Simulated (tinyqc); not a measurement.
What moves the results: Bethe-Salpeter matrix of a two-band chain (Tamm-Dancoff form). A value that a table varies takes the place of the one given here.

One valence and one conduction band, lattice period 1, mesh k = 2 pi j/N. Pair energies D(k) = Eg + 2 t sum(1 - cos k), t = tc + tv. Screened attraction W(R) = U at R = 0 and V/|R| otherwise, R over the N cells with the nearest image; W(q) = sum_R W(R) cos(q R). H(k, k') = D(k) delta - W(k - k')/Nk + 2 J/Nk for singlets (J = 0 for triplets), Nk the number of k points. With a constant transition dipole the strength of a state is f = (sum_k A_k)^2/Nk, and the f sum to 1.

Inputs chosen for the exercise: Eg = 2.3 eV (quasiparticle gap); tc = 0.89 eV (conduction hopping); tv = 0.37 eV (valence hopping); U = 1.69 eV (attraction in the same cell); V = 0 eV (attraction at one cell distance); J = 0.47 eV (exchange in the same cell); fs = (0.2, 0.4, 0.7, 1, 1.4, 2, 2.6) (scale factors of U and V).

## Convergence with the k mesh

Lowest triplet and singlet, and f of the singlet, against N.

Results:

| N | Eg - E triplet (eV) | Eg - E singlet (eV) | f singlet |
|---|---|---|---|
| 4 | 0.6417 | 0.2265 | 0.3592 |
| 6 | 0.5534 | 0.1694 | 0.2964 |
| 8 | 0.5260 | 0.1428 | 0.2733 |
| 12 | 0.5152 | 0.1204 | 0.2663 |
| 20 | 0.5142 | 0.1104 | 0.2795 |
| 40 | 0.5142 | 0.1092 | 0.2852 |
| 100 | 0.5142 | 0.1092 | 0.2853 |

How do the results move?

The coarsest mesh misjudges the singlet binding by +0.1172 eV against the finest: a mesh of N points along an axis repeats the pair every N cells. The triplet is within 1 meV of the last row from N = 12 on. The singlet is within 1 meV of the last row from N = 40 on. The more tightly bound triplet is the smaller object in R, so it needs no more points than the singlet.

## Strength of the attraction

Triplets, N = 100; U and V scaled together, as weaker screening would do. f is the weight at R = 0. For V = 0 the infinite chain has binding sqrt(4 t^2 + U^2) - 2t and f = U/sqrt(4 t^2 + U^2), t = tc + tv.

Results:

| scale | U/t | binding (eV) | f | Eg - second level (eV) | contact formula (eV) |
|---|---|---|---|---|---|
| 0.20 | 0.27 | 0.0226 | 0.133 | -0.0017 | 0.0226 |
| 0.40 | 0.54 | 0.0891 | 0.259 | -0.0015 | 0.0891 |
| 0.70 | 0.94 | 0.2639 | 0.425 | -0.0014 | 0.2639 |
| 1.0 | 1.34 | 0.5142 | 0.557 | -0.0013 | 0.5142 |
| 1.4 | 1.88 | 0.9366 | 0.684 | -0.0013 | 0.9366 |
| 2.0 | 2.68 | 1.6960 | 0.802 | -0.0013 | 1.6960 |
| 2.6 | 3.49 | 2.5453 | 0.867 | -0.0013 | 2.5453 |

How do the results move?

The binding grows with exponent 1.98 between scales 0.2 and 0.4 and 1.55 over the last two rows (for a weak contact attraction 2 in a chain and larger in a plane, where it binds exponentially weakly, 1 for a pair held in one cell). f rises from 0.133 to 0.867. On this mesh no second level lies below the gap. The binding exceeds Eg in the rows from scale 2.6 on, where the ground state itself would be unstable. 

## Exciton band

Triplets, solved in the electron-hole distance R on a ring of 60 cells, total momentum Q: D = Eg + 2 tc (1 - cos(k + Q/2)) + 2 tv (1 - cos(k - Q/2)), so the hopping in R has size |t(Q)| = sqrt(tc^2 + tv^2 + 2 tc tv cos Q) and the continuum starts at Eg + 2 (tc + tv) - 2 |t(Q)|.

Results:

| Q/pi | \|t(Q)\| (eV) | continuum edge (eV) | exciton (eV) | binding (eV) | weight at R = 0 |
|---|---|---|---|---|---|
| 0.000 | 1.2600 | 2.3000 | 1.7858 | 0.5142 | 0.557 |
| 0.167 | 1.2245 | 2.3710 | 1.8445 | 0.5265 | 0.568 |
| 0.333 | 1.1217 | 2.5765 | 2.0112 | 0.5653 | 0.602 |
| 0.500 | 0.9638 | 2.8923 | 2.2564 | 0.6359 | 0.659 |
| 0.667 | 0.7744 | 3.2712 | 2.5276 | 0.7436 | 0.737 |
| 0.833 | 0.5989 | 3.6223 | 2.7486 | 0.8737 | 0.816 |
| 1.000 | 0.5200 | 3.7800 | 2.8356 | 0.9444 | 0.852 |

What can be read from the table?

The exciton band is 1.0499 eV wide, against 1.4800 eV for the edge of the continuum: binding narrows it, since electron and hole must hop together. The binding grows from 0.514 to 0.944 eV as |t(Q)| falls. Between the first two rows the exciton rises 0.83 times as much as the edge, so it is heavier than the free pair.

## What each parameter does

N = 100: lowest singlet, its binding and f, and the singlet-triplet splitting. Each row changes one parameter from the base and keeps the others.

Results:

| case | singlet (eV) | binding (eV) | f | splitting (eV) |
|---|---|---|---|---|
| base | 2.1908 | 0.1092 | 0.285 | 0.4050 |
| Eg = 2.5 eV | 2.3908 | 0.1092 | 0.285 | 0.4050 |
| tc = 1.16 eV | 2.2094 | 0.0906 | 0.238 | 0.3451 |
| tv = 0.22 eV | 2.1767 | 0.1233 | 0.320 | 0.4468 |
| U = 1.35 eV | 2.2669 | 0.0331 | 0.161 | 0.3057 |
| V = 0.1 eV | 2.1437 | 0.1563 | 0.286 | 0.3958 |
| J = 0.7 eV | 2.2834 | 0.0166 | 0.114 | 0.4976 |

What can be read from the table?

The largest shifts from the base row, up to three for each result and ties (the steps differ in size, so this ranks the rows, not the parameters). singlet (eV): Eg +0.2000, J +0.0926, U +0.0761. binding (eV): J -0.0926, U -0.0761, V +0.0471; unchanged at the printed digits by Eg. f: J -0.171, U -0.125, tc -0.047; unchanged at the printed digits by Eg. splitting (eV): U -0.0993, J +0.0926, tc -0.0599; unchanged at the printed digits by Eg. At zero total momentum only the sum tc + tv enters.

tinyqc: `OMP_NUM_THREADS=1 python tinyqc.py 1252345 1252346 out.jsonl`; about 0.1 s, one thread, shared Intel(R) Xeon(R) Processor @ 2.30GHz.
